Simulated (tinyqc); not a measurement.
Convergence with the plane-wave basis: k.p theory built from an empirical-pseudopotential calculation at Gamma.

Empirical pseudopotential on the fcc lattice, atoms at +/- tau, tau = a (1,1,1)/8, no spin-orbit coupling. H(G,G') = c (2 pi/a)^2 |k + G|^2 delta + VS(q) cos(q.tau) + i VA(q) sin(q.tau), q = G - G', c = hbar^2/2m0; k and G in units of 2 pi/a; VS at |q|^2 = 3, 8, 11 and VA at 3, 4, 11, in rydberg, zero elsewhere. The basis holds all G with |G|^2 up to a cut-off. Energies are counted from the fourth level at Gamma.

For a multiplet A of d_A states, W(B) = (4 c/(3 d_A)) sum over n in A, m in B and i = x, y, z of |<n|G_i|m>|^2 (G in 1/angstrom, <n|G_i|m> = sum_G c_n(G)* G_i c_m(G)); the mean inverse mass of A is 1 + sum_B W(B)/(E_A - E_B). Multiplets with W = 0 are left out.

Valence parameters: D(u) = c + 4 c^2 sum_m <n|u.G|m><m|u.G|n'>/(0 - E_m) on the valence triplet, in units of c, has eigenvalues L, M, M along [100] and (L + 2M + 2N)/3, (L + 2M - N)/3 twice along [111]; g1 = -(L + 2M)/3, g2 = -(L - M)/6, g3 = -N/6.

Constants: hbar^2/2m0 = 3.80998211 eV angstrom^2; Ry = 13.60569312 eV.

Inputs chosen for the exercise (out of a larger set: near those of Si; not measured data):
- a = 5.428 angstrom (lattice constant)
- VS = (-0.205, 0.039, 0.078) Ry (symmetric form factors)
- VA = (0, 0, 0) Ry (antisymmetric form factors)

E_s is the lowest empty singlet, Ep its W to the valence triplet, m its mass.

Results:
```
cut-off  plane waves  E_s (eV)  Ep (eV)  m (m0)    g1    g2    g3
8                 27     3.767    21.47  0.1497  4.58  0.42  1.61
11                51     3.842    21.34  0.1531  4.49  0.46  1.53
12                59     3.818    21.33  0.1524  4.63  0.43  1.57
16                65     3.818    21.33  0.1524  4.67  0.42  1.58
19                89     3.799    21.39  0.1514  4.65  0.44  1.57
20               113     3.768    21.43  0.1501  4.64  0.46  1.58
24               137     3.770    21.44  0.1502  4.65  0.45  1.58
```

What does the comparison show, and why?

Against the last row, E_s errs most, by +0.072 eV, at cut-off 11, and by -0.002 eV in the last row but one. Ep varies by 0.7 % over the table and m by 2.3 %: the mass, near E_s/Ep, inherits the errors of both. Local form factors fix the converged values only roughly. The gap is a difference of two levels, so it need not converge steadily, and here it does not.

Run: tinyqc, `OMP_NUM_THREADS=1 python tinyqc.py 1080796 1080797 out.jsonl`; Intel(R) Xeon(R) Processor @ 2.30GHz, one thread, shared host; about 0.3 s of CPU time with all checks.
